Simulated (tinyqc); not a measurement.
## Distribution of switching voltages from the rising branch

Problem. In a Preisach model that starts with all elements at -1, a rising voltage turns to +1 all elements whose up-switching voltage it has passed, and P = Ps (2 F - 1) with F their total weight; the last voltage saturates the film. Find Ps and the weight that switches in each interval, from 0 V up.

P on the way up (uC/cm^2): 0.8 V -24.757904, 1.6 V -10.216192, 2.4 V 10.216192, 3.2 V 24.757904, 4 V 30.000000

Answer. Each step of P divided by 2 Ps is the weight of that interval; the rising branch says nothing of the down-switching voltages.

Ps = 30.00 uC/cm^2
weights: 0.0874  0.2424  0.3405  0.2424  0.0874

Numbers from tinyqc (`OMP_NUM_THREADS=1 python tinyqc.py 2860118 2860119 out.jsonl`; about 0.01 s on one thread of a shared Intel Xeon 2.30GHz).
